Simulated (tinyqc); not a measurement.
# Junction parameters from two forward currents

Problem. D(v) = J1 (exp(v/Vt) - 1) + J2 (exp(v/(2 Vt)) - 1). Find J1, J2 and the voltage 2 Vt ln(J2/J1) near which both parts are equal.

Values chosen for this exercise:
- T = 358 K (temperature)

Constants: q = 1.602176634e-19 C, kB = 1.380649e-23 J/K, Vt = kB T/q. Results are converted to the units shown.

junction voltages (V): [0.29, 0.69]
currents (uA/um): [5.1769320e-6, 0.027164220]

Solution. The current is linear in J1 and J2, so two points give two equations.

J1 = 4.600e-12 uA/um
J2 = 4.700e-8 uA/um
crossover = 0.5696 V

tinyqc, about 0.2 s, one thread, Intel Xeon 2.30GHz (shared host): `OMP_NUM_THREADS=1 python tinyqc.py 2182154 2182155 out.jsonl`
